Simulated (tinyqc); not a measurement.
# Barrier and mass from two temperatures

Problem. The saturation current of a Schottky diode is J0 = A* T^2 exp(-q phi/(kB T)) with a fixed barrier and A* = 4 pi q me m0 kB^2/h^3 (times 1e-4 for A/(cm^2 K^2)). Find phi, A* and me.

Constants: q = 1.602176634e-19 C, kB = 1.380649e-23 J/K, h = 6.62607015e-34 J s, m0 = 9.1093837015e-31 kg. Results are converted to the units shown.

J0 at 250 and 350 K (A/cm^2): [3.2651506e-7, 0.0027214451]

Answer. The slope of ln(J0/T^2) against q/(kB T) is -phi and the intercept is ln A*.

phi = 0.630 eV
A* = 26.2 A/(cm^2 K^2)
me = 0.218 m0

Numbers from tinyqc (`OMP_NUM_THREADS=1 python tinyqc.py 2640027 2640028 out.jsonl`; about 0.01 s on one thread of a shared Intel Xeon 2.30GHz).
